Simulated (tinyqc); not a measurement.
Vacuum evaporation: vapour pressure, source flux, thickness distribution, purity and step coverage: one step, computed by the program tinyqc. Command: `OMP_NUM_THREADS=1 python tinyqc.py 3110714 3110715 out.jsonl evap walk`. One thread of a shared host (Intel(R) Xeon(R) Processor @ 2.30GHz), about 0.01 s of CPU time with the checks.

Molecular flow, unit sticking of the metal, no re-evaporation. The background gas is taken as water vapour (18.015 g/mol, collision diameter 0.37 nm) at 300 K.

Question. Scattering and purity. Mean free path lambda = k_B T_g/(sqrt2 pi d^2 p); unscattered share exp(-h/lambda); gas arrival p/sqrt(2 pi m_g k_B T_g); impurity ratio = sticking x gas arrival/metal arrival; monolayer time = 1e15 cm^-2/(sticking x gas arrival).

Inputs (values chosen for the exercise, modelled on germanium, with constants for the liquid):
```
quantity,value,unit
source temperature T,1720,K
source-to-wafer distance h,33,cm
background pressure p,1e-07,Pa
sticking of background gas,0.9,-
```

arrival rate at the centre = 4.962976e+14 1/(cm^2 s)

Constants: k_B = 1.380649e-23 J/K; u = 1.6605390666e-27 kg.

Give: mean free path; unscattered share; gas arrival rate; impurity ratio; monolayer time.

Answer.

mean free path = 68098 m

unscattered share = 1.0000

gas arrival rate = 3.584e+11 1/(cm^2 s)

impurity ratio = 6.499e-04

monolayer time = 3100 s
